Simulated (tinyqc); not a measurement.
Single-domain magnet: Stoner-Wohlfarth switching, Neel-Arrhenius retention, LLG dynamics and spin torque: one step, computed by the program tinyqc.

The moment is uniform, with unit vector m; z is the easy axis. mu_0 = 1.25663706212e-6 T m/A, gamma = 1.76085963023e11 rad/(s T).

Task: One LLG step. In the time s = gamma mu_0 H_K t: (1 + alpha^2) dm/ds = -m x b - alpha m x (m x b) + a [m x (m x z) - alpha m x z], b = m_z z, a = alpha I/I_c0; Heun steps (Euler predictor, mean of the two slopes) without renormalising; start m = (sin theta_0, 0, cos theta_0), theta_0 = 1/sqrt(2 Delta).

Inputs (values chosen for the exercise, for a model magnet):
```
quantity                        value  unit
temperature T                     300     K
damping alpha                   0.012     -
drive I/I_c0                      4.7     -
time step times gamma mu_0 H_K   0.15     -
```

Shape: thin disc, easy axis normal to it.

stability factor Delta = 10.44419

Give: m at the start; first slope; predictor; second slope; m after the step.

Result:

m at the start: 0.2171  0.0000  0.9762

first slope: 0.0095  0.2120  -0.0021

predictor: 0.2185  0.0318  0.9758

second slope: -0.0215  0.2147  -0.0022

m after the step: 0.2162  0.0320  0.9758

Caution: a flat cylinder has a smaller N_z than the spheroid of the same t/d, so K_eff of a real disc is larger.
